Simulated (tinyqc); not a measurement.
Inside a calculation. Method: empirical pseudopotential in a few plane waves. One step of it, computed by the program tinyqc.

Question. Levels at k. Diagonalise the Hermitian matrix.

H(k) at k (eV), lower triangle:
```
           +0+0+0     -1-1-1     -1-1+1     -1+1-1     -1+1+1     +1-1-1     +1-1+1     +1+1-1
+0+0+0   1.253897
-1-1-1   2.357066  12.070018
-1-1+1  -2.357066   0.000000  17.787110
-1+1-1  -2.357066   0.000000   0.000000  14.233242
-1+1+1  -2.357066   0.000000   0.000000   0.000000  19.950334
+1-1-1  -2.357066   0.000000   0.000000   0.000000   0.000000   5.734862
+1-1+1  -2.357066   0.000000   0.000000   0.000000   0.000000   0.000000  11.451954
+1+1-1  -2.357066   0.000000   0.000000   0.000000   0.000000   0.000000   0.000000   7.898086
+1+1+1   2.357066   0.000000   0.000000   0.000000   0.000000   0.000000   0.000000   0.000000
-2+0+0   0.000000  -2.357066  -2.357066  -2.357066   2.357066   0.519517  -0.519517  -0.519517
+0-2+0   0.000000  -2.357066  -2.357066   0.519517  -0.519517  -2.357066   2.357066  -0.519517
+0+0-2   0.000000  -2.357066   0.519517  -2.357066  -0.519517  -2.357066  -0.519517   2.357066
+0+0+2   0.000000  -0.519517   2.357066  -0.519517  -2.357066  -0.519517  -2.357066   0.519517
+0+2+0   0.000000  -0.519517  -0.519517   2.357066  -2.357066  -0.519517   0.519517  -2.357066
+2+0+0   0.000000  -0.519517  -0.519517  -0.519517   0.519517   2.357066  -2.357066  -2.357066

           +1+1+1     -2+0+0     +0-2+0     +0+0-2     +0+0+2     +0+2+0     +2+0+0
+1+1+1  13.615178
-2+0+0  -0.519517  23.040654
+0-2+0  -0.519517   0.000000  14.542274
+0+0-2  -0.519517   0.000000   0.000000  10.988406
+0+0+2  -2.357066   0.000000   0.000000   0.000000  22.422590
+0+2+0  -2.357066   0.000000   0.000000   0.000000   0.000000  18.868722
+2+0+0  -2.357066   0.000000   0.000000   0.000000   0.000000   0.000000  10.370342
```

Give: eigenvalues.

Answer.

eigenvalues (eV): -2.0571  2.8932  6.3991  7.0271  9.8513  12.1972  12.7054  13.3214  15.0444  16.6708  17.4925  19.3097  22.4328  24.3333  26.6067
